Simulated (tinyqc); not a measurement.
## Potential step from the flux

Inverse problem. On one interval J = (q mu Vt/hx) [nb B(d) - na B(-d)], B(d) = d/(exp(d) - 1), d = (psi_b - psi_a)/Vt. Find psi_b - psi_a, and the step at which J would vanish.

Inputs (values chosen for the exercise): temperature T = 300 K; electron mobility mu = 1390 cm^2/(V s); density at the left node na = 1.7e15 cm^-3; density at the right node nb = 2.7e13 cm^-3; node spacing hx = 16 nm.

Constants: q = 1.602176634e-19 C, kB = 1.380649e-23 J/K, Vt = kB T/q. Results are converted to the units shown.

J = -19180.851 A/cm^2

Solution. B(d) falls and B(-d) rises with d, so J falls steadily with the step and one value matches. J = 0 needs nb/na = exp(d), the Boltzmann ratio.

psi_b - psi_a = 0.07700 V
step for J = 0 = -0.1071 V

Numbers from tinyqc (`OMP_NUM_THREADS=1 python tinyqc.py 2220057 2220058 out.jsonl`; about 0.01 s on one thread of a shared Intel Xeon 2.30GHz).
